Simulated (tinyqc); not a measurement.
# On-chip interconnect, size-dependent resistivity and RC delay: effects of single changes

A rectangular line between two neighbours and two ground planes. Surface and grain-boundary scattering are added to the bulk resistivity as corrections; capacitances are parallel-plate values without fringing; inductance is ignored.

Values chosen for this exercise; metal values close to those of copper: bulk resistivity rho0 = 1.68 uohm cm; bulk mean free path lam = 40.5 nm; specular share of surface scattering ps = 0; reflection coefficient of grain boundaries Rg = 0.3; grain size over the metal width gr = 1; drawn line width wd = 79 nm; aspect ratio, height over width AR = 1.5; liner on both walls and the bottom, not conducting tl = 1.8 nm; space to the neighbouring lines sp = 95 nm; dielectric height to the planes above and below hd = 180 nm; relative permittivity of the dielectric ek = 3.9; Miller factor of the neighbours Mf = 1; line length Lw = 65 um; load capacitance Cl = 4.7 fF; bulk resistivity of the second metal (close to tungsten) rho2 = 5.31 uohm cm; mean free path of the second metal lam2 = 15.8 nm; liner of the second metal tl2 = 0.1 nm.

Constants: eps0 = 8.8541878128e-12 F/m. Results are converted to the units shown.

Each table varies one quantity; the others keep the values above.

## Delay against the driver resistance

Metal width x = wd - 2 tl, height y = AR wd - tl; grain boundaries (Mayadas-Shatzkes): al = (lam/(gr x)) Rg/(1 - Rg), g = 1/[1 - 3 al/2 + 3 al^2 - 3 al^3 ln(1 + 1/al)] - 1; surfaces (Fuchs-Sondheimer, thick limit): s = (3/8) lam (1 - ps)(1/x + 1/y); rho = rho0 (1 + g + s); r = rho/(x y); c = eps0 ek (2 wd/hd + 2 Mf AR wd/sp). Elmore delay tE = Rd (c Lw + Cl) + r Lw (c Lw/2 + Cl); t50 is the time at which the far end of a ladder of 30 pi sections (half capacitances at both ends, Cl at the far end, a step applied through Rd) reaches half the step; line share r Lw/(Rd + r Lw); estimate 0.69 Rd (c Lw + Cl) + 0.38 r c Lw^2 + 0.69 r Lw Cl.

The same in every row: rho (uohm cm) = 2.790; r (ohm/um) = 3.171; c (fF/um) = 0.1165.

Delay against the driver resistance:
```
Rd (ohm)  tE (ps)  t50 (ps)  estimate (ps)  line share of the resistance (%)
50          2.362     1.736          1.685                             80.48
100         2.976     2.175          2.108                             67.33
400         6.657     4.747          4.648                             34.00
1000        14.02     9.855          9.727                             17.09
3000        38.56     26.87          26.66                             6.428
7000        87.64     60.89          60.52                             2.860
20000       247.1     171.4          170.6                             1.020
50000       615.2     426.6          424.6                            0.4105
```

What does the table show?

As Rd goes from 50 to 50000, r stays at 3.17 ohm/um, c stays at 0.116 fF/um and t50 rises from 1.74 to 427 ps. t50/tE lies between 0.693 and 0.735, and the estimate is within 3.1 % of t50.

## Two metals against line width

Metal width x = wd - 2 tl, height y = AR wd - tl; grain boundaries (Mayadas-Shatzkes): al = (lam/(gr x)) Rg/(1 - Rg), g = 1/[1 - 3 al/2 + 3 al^2 - 3 al^3 ln(1 + 1/al)] - 1; surfaces (Fuchs-Sondheimer, thick limit): s = (3/8) lam (1 - ps)(1/x + 1/y); rho = rho0 (1 + g + s); r = rho/(x y). The second metal has rho2, lam2 and tl2 in place of rho0, lam and tl; ps, Rg, gr and AR are shared.

Two metals against line width:
```
wd (nm)  rho, first (uohm cm)  rho, second (uohm cm)  r, first (ohm/um)  r, second (ohm/um)  ratio second/first
6.5                     27.20                  21.42            1.180e4                3523              0.2986
8                       18.92                  18.36               4215                1978              0.4693
10                      13.77                  15.73               1630                1077              0.6610
13                      10.06                  13.32              604.6               536.4              0.8872
17                      7.643                  11.44              240.7               268.0               1.114
22                      6.071                  10.05              105.7               140.1               1.325
30                      4.774                  8.792              41.86               65.71               1.570
45                      3.676                  7.638              13.52               25.30               1.872
70                      2.937                  6.812              4.287               9.303               2.170
120                     2.404                  6.189              1.159               2.872               2.477
```

Read the table: what changes, and by how much?

The resistivity of the first metal falls from 27.2 to 2.40 uohm cm and that of the second goes from 21.4 to 6.19 uohm cm as the line widens. The products rho0 lam, which set the size effect, are 68.0 and 83.9 uohm cm nm. The two resistances cross at wd = 14.8 nm: below it the second metal gives the lower line resistance. For widths well under the mean free path the thick-limit surface term is only a guide.

tinyqc, about 0.01 s, one thread, Intel Xeon 2.30GHz (shared host): `OMP_NUM_THREADS=1 python tinyqc.py 2100164 2100165 out.jsonl`
